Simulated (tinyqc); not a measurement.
CMOS latch-up, two-transistor model: one step of the calculation.

A parasitic pnp (emitter at Vdd, base shunted by Rw) and npn (emitter at ground, base shunted by Rs) feed each other: the npn collector current flows out of the pnp base node, the pnp collector current into the npn base node. Forward-active transistors with constant gains: Icn = Isn exp(Vn/Vt), Icp = Isp (exp(Vp/Vt) - 1). A current Ii is injected into the npn base node.

Task. Response to the injected current, once round the loop per iteration. Icn = Isn exp(Vn/Vt); Vp solves Vp/Rw + Icp/bp = Icn; Vn(new) solves Vn/Rs + (Isn/bn) exp(Vn/Vt) = Icp + Ii.

Parameters, values chosen for the exercise; values close to those of bulk CMOS: temperature T = 250 K; current gain of the npn bn = 20.6; current gain of the pnp bp = 2.4; saturation current of the npn at T Isn = 2.9e-19 A; saturation current of the pnp at T Isp = 7.5e-20 A; substrate resistance shunting the npn Rs = 72 ohm; well resistance shunting the pnp Rw = 1600 ohm; current injected into the substrate Ii = 6.41 mA.

Constants: q = 1.602176634e-19 C, kB = 1.380649e-23 J/K, Vt = kB T/q. Results are converted to the units shown.

Vn at the start = 0.6 V

Find: Icn; Vp; Icp; Vn after iteration 1.

Result.

Icn = 3.6130e-4 mA
Vp = 5.7808e-4 V
Icp = 2.0397e-18 mA
Vn after iteration 1 = 0.46152 V

Program tinyqc, `OMP_NUM_THREADS=1 python tinyqc.py 2670139 2670140 out.jsonl`; Intel Xeon 2.30GHz, shared host, one thread, about 0.07 s.
